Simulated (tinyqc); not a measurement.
From results back to parameters: valley splitting in a one-orbital chain of atomic planes (second-neighbour model). Four cases, with inputs chosen for the exercise.

Problem. For E(phi) = e0 + 2 v cos(phi) + 2 u cos(2 phi) with u, v > 0 and planes a/4 apart, the heights of the band at phi = 0 and phi = pi above its minimum were computed from hidden u and v; c = hbar^2/2m0.

Constants: hbar^2/2m0 = 3.80998211 eV angstrom^2.

Find: u, v; phi0; mass at the minimum.

Method. E - Emin = 4u (cos(phi) + v/(4u))^2. The difference of the two heights is 4v, and for v < 4u the sum of their square roots is 4 sqrt(u). The mass is (2c)/((a/4)^2 (8u - v^2/(2u))).

Case 1.

Values chosen (out of a larger set: near those of the Delta valleys of silicon; abrupt walls in this chain split the valleys several times more than measured wells; not measured data): a = 5.422 angstrom (lattice constant; planes lie a/4 apart).

E(0) - Emin = 4.078885 eV
E(pi) - Emin = 1.174885 eV

Solution.

u, v (eV): 0.602  0.726

phi0 = 1.8771 rad
mass at the minimum = 0.947 m0

Case 2.

Values chosen (out of a larger set: near those of the Delta valleys of silicon; abrupt walls in this chain split the valleys several times more than measured wells; not measured data): a = 5.425 angstrom (lattice constant; planes lie a/4 apart).

E(0) - Emin = 3.655004 eV
E(pi) - Emin = 1.323004 eV

Solution.

u, v (eV): 0.586  0.583

phi0 = 1.8222 rad
mass at the minimum = 0.942 m0

Case 3.

Values chosen (out of a larger set: near those of the Delta valleys of silicon; abrupt walls in this chain split the valleys several times more than measured wells; not measured data): a = 5.437 angstrom (lattice constant; planes lie a/4 apart).

E(0) - Emin = 3.547507 eV
E(pi) - Emin = 1.267507 eV

Solution.

u, v (eV): 0.566  0.570

phi0 = 1.8253 rad
mass at the minimum = 0.972 m0

Case 4.

Values chosen (out of a larger set: near those of the Delta valleys of silicon; abrupt walls in this chain split the valleys several times more than measured wells; not measured data): a = 5.422 angstrom (lattice constant; planes lie a/4 apart).

E(0) - Emin = 3.797846 eV
E(pi) - Emin = 1.221846 eV

Solution.

u, v (eV): 0.583  0.644

phi0 = 1.8506 rad
mass at the minimum = 0.963 m0

Computed by tinyqc, one run a case: `OMP_NUM_THREADS=1 python tinyqc.py N N+1 out.jsonl` with N = 1480914, 1480933, 1481084, 1481111; one thread of a shared Intel(R) Xeon(R) Processor @ 2.30GHz, about 0.02 s a run at most.
